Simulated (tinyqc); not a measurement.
Inside a calculation. Model: geometry relaxation of a small cluster. Computed by tinyqc, a small Python program that keeps every step. Command: `OMP_NUM_THREADS=1 python tinyqc.py 3001684 3001685 out.jsonl relax walk`. One thread of a shared host (Intel(R) Xeon(R) Processor @ 2.30GHz), about 0.01 s of CPU time with the checks. Intermediate numbers are printed to about 6 digits and carried at full precision; extremes and crossings named in words are read from the listed rows.

E = sum_(i<j) phi(r_ij), phi(r) = eps [exp(-2 alpha (r - r0)) - 2 exp(-alpha (r - r0))]; the force on i is -sum_j phi'(r_ij) (R_i - R_j)/r_ij.

Inputs (values chosen for the exercise, for model atoms):
```
quantity                 value           unit
length r0                 2.45       angstrom
well depth eps            0.67             eV
stiffness alpha           2.19     1/angstrom
step factor eta          0.038  angstrom^2/eV
largest number of steps    500              -
```

Potential: Morse. Method: BFGS.

starting positions (angstrom):
```
            x     y      z
atom 1  -0.12  0.11  -0.21
atom 2   2.34  0.02  -0.15
atom 3   1.26   2.1  -0.03
atom 4   1.39   0.7    1.9
atom 5    1.1  0.82  -1.93
```

## Energy and forces at the start

Evaluate E and the forces at the starting positions.

distances (angstrom): 1-2 2.46238, 1-3 2.42835, 1-4 2.66088, 1-5 2.22506, 2-3 2.34674, 2-4 2.35953, 2-5 2.31214, 3-4 2.38784, 3-5 2.29652, 4-5 3.84284

energy at the start = -5.44699 eV

forces (eV/angstrom):
```
               x         y         z
atom 1  -1.29681  -0.94914   2.89653
atom 2   1.41912  -1.53456   0.34620
atom 3  -0.25713   2.15189   1.01999
atom 4  -0.68704  -0.20909   0.40309
atom 5   0.82186   0.54091  -4.66582
```

## The first two steps

BFGS: R(new) = R + B F with the inverse Hessian B = eta 1 at first; with s = R(new) - R, y = F - F(new), rho = 1/(y.s): B(new) = (1 - rho s y^T) B (1 - rho y s^T) + rho s s^T, skipped if y.s is not positive. No atom moves more than 0.3 angstrom a step (the whole step is scaled). Stop when the largest force component is below 1e-5 eV/angstrom.

positions after step 1 (angstrom):
```
               x         y         z
atom 1  -0.16928   0.07393  -0.09993
atom 2   2.39393  -0.03831  -0.13684
atom 3   1.25023   2.18177   0.00876
atom 4   1.36389   0.69205   1.91532
atom 5   1.13123   0.84055  -2.10730
```

energy after step 1 = -5.91465 eV

positions after step 2 (angstrom):
```
               x         y         z
atom 1  -0.13053   0.09112  -0.08815
atom 2   2.37555  -0.03200  -0.15046
atom 3   1.24524   2.16422  -0.00393
atom 4   1.34748   0.68627   1.91123
atom 5   1.13225   0.84040  -2.08869
```

energy after step 2 = -6.01530 eV

## All steps

The formulas are those given above.

Course of the relaxation:
```
step    E (eV)  largest force (eV/angstrom)  force calls
0     -5.44699                  4.66582e+00            1
1     -5.91465                  1.28046e+00            2
2     -6.01530                  8.11851e-01            3
3     -6.05945                  3.98788e-01            4
4     -6.06926                  1.32762e-01            5
5     -6.07168                  8.54072e-02            6
6     -6.07383                  6.35636e-02            7
7     -6.07451                  4.91114e-02            8
8     -6.07499                  1.22940e-02            9
9     -6.07501                  9.54874e-03           10
10    -6.07502                  2.94589e-03           11
11    -6.07502                  1.51471e-03           12
12    -6.07502                  7.68300e-04           13
13    -6.07502                  4.46540e-04           14
14    -6.07502                  3.19548e-04           15
15    -6.07502                  2.37561e-04           16
16    -6.07502                  8.38835e-05           17
17    -6.07502                  2.60424e-05           18
18    -6.07502                  6.81311e-06           19
```

final positions (angstrom):
```
               x         y         z
atom 1  -0.06788   0.10609  -0.05477
atom 2   2.38041  -0.01988  -0.17073
atom 3   1.26947   2.16379  -0.02650
atom 4   1.28372   0.66439   1.90324
atom 5   1.10428   0.83561  -2.07124
```

final energy = -6.07502 eV

steps = 18

largest force at the end = 6.81311e-06 eV/angstrom

Converged in 18 steps.

## Curvatures at the end

Hessian at the final positions by central differences of the forces; six eigenvalues vanish (translations and rotations). Steepest descent is stable for eta below 2/lambda_max and contracts the softest mode by 1 - eta lambda_min a step.

non-zero eigenvalues (eV/angstrom^2): 3.9051  3.9051  8.7332  12.2879  12.2880  13.2609  13.2609  22.1808  27.3803

condition number = 7.01136

largest stable eta = 0.0730453 angstrom^2/eV

contraction of the softest mode = 0.851605

All are positive, so the end point is a minimum.

## Four methods from the same start

Steepest descent: R(new) = R + eta F. Conjugate gradient (Polak-Ribiere): d = F + beta d(old), beta = max(0, F.(F - F(old))/|F(old)|^2), d = F at first; step length from one secant, s = eta (F.d)/(F.d - F(R + eta d).d), replaced by eta if that is not positive; R(new) = R + s d. FIRE with unit mass: if F.v > 0, v = (1 - a) v + a |v| F/|F|, and after more than 5 such steps in a row dt = min(1.1 dt, 5 dt0), a = 0.99 a; else v = 0, a = 0.1, and dt = dt/2 (not at the first step). Then v = v + dt F, R(new) = R + dt v. dt0 = sqrt(eta), a = 0.1 at first. In this comparison each method may take up to 1500 steps.

Cost:
```
method              steps  force calls  final E (eV)  calls to reach 1e-2
steepest descent       63           64      -6.07502                   21
conjugate gradient     13           27      -6.07502                   15
BFGS                   18           19      -6.07502                   10
FIRE                  117          118      -6.07502                   38
```

In force calls the order is BFGS (19), conjugate gradient (27), steepest descent (64), FIRE (118). All that converged end at the same energy. Near the minimum steepest descent multiplies the slowest mode by 0.852 in size a step, 14 steps a decade of force, at a condition number of 7.0. On this problem it beats FIRE in force calls.

Checks made by the program: forces against finite differences of E (relative difference 3e-10).
